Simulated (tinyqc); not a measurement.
Inside a calculation. Method: plane-wave Kohn-Sham cycle with exchange-only LDA in a layered model solid. One step of it, computed by the program tinyqc.

Task: Iteration 1: potential. V_H(G) = 4 pi rho(G)/G^2 for G != 0 (uniform background); v_x = -(3 rho/pi)^(1/3); V = V_ext + V_H + v_x; Fourier components f(G_m) = (1/N) sum_j f(x_j) exp(-i G_m x_j).

A solid whose potential varies along x alone (atomic units):
```
parameter                      value
period a                   10.400000
cross-section of the cell  16.000000
electrons per cell                 4
grid points                       16
plane waves -n..n, n               2
k points                           1
V1 in V1 cos(2 pi x/a)     -0.170000
```

density at the start, on the grid x_j = j a/N (e/bohr^3): 0.02403846  0.02403846  0.02403846  0.02403846  0.02403846  0.02403846  0.02403846  0.02403846  0.02403846  0.02403846  0.02403846  0.02403846  0.02403846  0.02403846  0.02403846  0.02403846

Give: Potentials on the grid; V(G_m), m = 0, 1, 2, ....

Result:

Potentials on the grid (hartree):
```
x       V_ext    V_H     v_x       V
0.000  -0.170  0.000  -0.284  -0.454
0.650  -0.157  0.000  -0.284  -0.441
1.300  -0.120  0.000  -0.284  -0.404
1.950  -0.065  0.000  -0.284  -0.349
2.600       0  0.000  -0.284  -0.284
3.250   0.065  0.000  -0.284  -0.219
3.900   0.120  0.000  -0.284  -0.164
4.550   0.157  0.000  -0.284  -0.127
5.200   0.170  0.000  -0.284  -0.114
5.850   0.157  0.000  -0.284  -0.127
6.500   0.120  0.000  -0.284  -0.164
7.150   0.065  0.000  -0.284  -0.219
7.800       0  0.000  -0.284  -0.284
8.450  -0.065  0.000  -0.284  -0.349
9.100  -0.120  0.000  -0.284  -0.404
9.750  -0.157  0.000  -0.284  -0.441
```

V(G_m), m = 0, 1, 2, ... (hartree): -0.284  -0.085  0.000  0.000  0.000
